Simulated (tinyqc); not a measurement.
# Grain-boundary trapping model (Seto) of a polycrystalline semiconductor film, step by step

A worked calculation. Computed by tinyqc, a small Python program that keeps every step. Command: `OMP_NUM_THREADS=1 python tinyqc.py 3004578 3004579 out.jsonl poly walk`. One thread of a shared host (Intel(R) Xeon(R) Processor @ 2.30GHz), about 0.01 s of CPU time with the checks. Intermediate numbers are printed to about 6 digits and carried at full precision; extremes and crossings named in words are read from the listed rows.

Grains of equal size L are joined by thin boundaries with one trap level. Trapped carriers deplete a width W on each side and raise a barrier, crossed by thermionic emission. Dopants are fully ionised, statistics are non-degenerate and mu_g does not depend on T.

Inputs (values chosen for the exercise, modelled on polycrystalline silicon):
```
quantity                                     value        unit
permittivity eps                              11.7           -
effective mass m                              0.32         m_0
effective density of states at 300 K, N_c  2.9e+19      1/cm^3
grain size L                                    65          nm
trap density Q_t                           4.1e+12      1/cm^2
trap level E_t below the band edge            0.34          eV
doping N                                   3.2e+17      1/cm^3
mobility inside the grains mu_g                180  cm^2/(V s)
temperature T                                  250           K
```

Grain interior: resistance included.

Constants: e = 1.602176634e-19 C; eps_0 = 8.8541878128e-12 F/m; k_B = 8.617333262e-05 eV/K; m_0 = 9.1093837015e-31 kg; k_B = 1.380649e-23 J/K.

## Critical doping

If all traps fill, the grain is just depleted at N* = Q_t/L, with the barrier e Q_t L/(8 eps eps_0).

N* = 6.30769e+17 1/cm^3

barrier at N* with all traps filled = 0.515209 V

The traps stay filled only while e V_B is below E_t - k_B T ln(N_c(T)/N*) = 0.263 eV. The barrier above exceeds that or lies within 2 k_B T of it, so band bending brings the traps close to or above E_F before all fill, and the real maximum is lower.

## Barrier

N_c(T) = N_c (T/300 K)^(3/2). Filled traps Q = Q_t/(1 + (1/2) exp((E_t* - E_F)/k_B T)), where E_t* = e V_B - E_t and E_F are counted from the band edge at the grain centre. Partial depletion: Q = 2 N W, V_B = e N W^2/(2 eps eps_0), E_F = k_B T ln(N/N_c); solve for W. If that W would exceed L/2 the grain is fully depleted: W = L/2, Q = N L, and E_F follows from the trap equation. Centre density n_0 = N_c exp(E_F/k_B T).

depletion width W = 32.5 nm

barrier V_B = 0.261374 V

E_F = -0.0929280 eV

centre density n_0 = 2.95311e+17 1/cm^3

The grain is fully depleted, and n_0 is 0.923 of N. Caution: n_0 is not small against N, so full depletion is a rough description.

## Resistivity and effective mobility

Boundary: sigma_b = L e^2 n_0 exp(-e V_B/k_B T)/sqrt(2 pi m k_B T); drift through the grain, depleted parts included: rho_g = [(1 - 2W/L) + (2W/L) int_0^1 exp(y^2 s^2) ds]/(e n_0 mu_g); rho = 1/sigma_b + rho_g. Mean carrier density n_av = n_0 [(1 - 2W/L) + (2W/L) (sqrt(pi)/2) erf(y)/y], y = sqrt(e V_B/k_B T); effective mobility 1/(e n_av rho).

boundary resistivity = 2998.31 ohm cm

drift resistivity rho_g = 942.208 ohm cm

resistivity rho = 3940.52 ohm cm

mean carrier density = 7.51362e+16 1/cm^3

effective mobility = 0.0210808 cm^2/(V s)

A single crystal with the same N and mu_g would have 0.108 ohm cm, a factor 36400 lower.

## Activation energy

E_a = d ln(rho)/d(1/k_B T) from T - 5 K and T + 5 K; temperature coefficient d ln(rho)/dT.

activation energy E_a = 0.357677 eV

temperature coefficient = -6.64372 %/K

E_a is close to the trap depth E_t = 0.34 eV, since carriers must leave the traps.

## Against the doping

The formulas are those given above.

The same film:
```
N (1/cm^3)   W (nm)   V_B (V)  mean density (1/cm^3)  mobility (cm^2/(V s))  rho (ohm cm)
1.90e+16    32.5000  0.015519            7.92067e+10            1.41274e+02   5.57784e+05
6.30e+16    32.5000  0.051458            1.03939e+12            7.30259e+01   8.22304e+04
1.60e+17    32.5000  0.130687            8.13232e+13            5.05322e+00   1.51882e+04
3.20e+17    32.5000  0.261374            7.51362e+16            2.10808e-02   3.94052e+03
5.00e+17    26.0056  0.261486            2.01686e+17            1.38926e-02   2.22756e+03
7.60e+17    20.8667  0.255899            3.97513e+17            1.44048e-02   1.09001e+03
1.30e+18    15.0617  0.228053            8.61636e+17            4.27460e-02   1.69461e+02
2.50e+18     8.1979  0.129924            2.09685e+18            3.17078e+00   9.38765e-01
6.30e+18     3.2540  0.051583            6.02014e+18            6.97533e+01   1.48634e-02
2.50e+19     0.8200  0.012999            2.48932e+19            1.43767e+02   1.74402e-03
```

The barrier peaks among these rows at N = 5.0e17 (0.261 V) and the mobility has its minimum at 5.0e17; N* is 6.3e17. While the grain is fully depleted (W = L/2) V_B grows as N; once all traps are filled it falls as 1/N (last exponent -1.00). From 3.2e17 to 7.6e17 it is pinned, because the trap level has met E_F and the traps fill only in part. Partly depleted rows (W < L/2) with e V_B below 2 k_B T stretch the depletion approximation. Where N approaches N_c the non-degenerate statistics fail. rho drops most steeply, as N^-7.9, between 1.3e18 and 2.5e18.

Checks made by the program: charge in the traps against the depleted charge (relative difference below 1e-10).
